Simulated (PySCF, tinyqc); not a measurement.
Orbital energy against energy difference: ionisation energy by orbital energies and by energy differences in the cc-pvdz basis, for H4, spin multiplicity 1. Computed by the program tinyqc with PySCF. The cation is unrestricted; errors are against CCSD(T) in this basis, not against experiment.

Geometry (angstrom):
```
atom       x       y       z
H     0.0000  0.0000  0.0000
H     0.0000  0.0000  0.7970
H     0.0000  0.9110  0.0000
H     0.0000  0.9110  0.7970
```

CCSD(T) difference in the same basis = 8.9297 eV

IP-EOM-CCSD = 8.9400 eV

First vertical ionisation energy (eV):
```
method     -e(HOMO)  E(cation) - E  error of -e(HOMO)  error of the difference
HF            8.603        7.88895             -0.327                   -1.041
LDA           4.304        8.86474             -4.625                   -0.065
PBE           4.330        8.82877             -4.600                   -0.101
B3LYP         5.438        8.98418             -3.492                    0.054
PBE0          5.582        8.80142             -3.348                   -0.128
CAM-B3LYP     7.004        8.91703             -1.926                   -0.013
LC-wPBE       8.358        8.82933             -0.571                   -0.100
```

What does the comparison show, and why?

Koopmans errs by -0.33 eV and Delta-HF by -1.04 eV: relaxation, 0.71 eV, lowers the value and the missing correlation difference works against it. The PBE level is off by -4.6 eV through the wrong tail of its potential, though its energy difference is off by -0.10 eV; exact exchange deepens the level, and among the orbital energies HF comes closest; among the differences CAM-B3LYP does. The restricted reference is unstable here: a spin-polarised solution lies 0.0179 hartree lower (PySCF), so results built on it describe a poor reference.
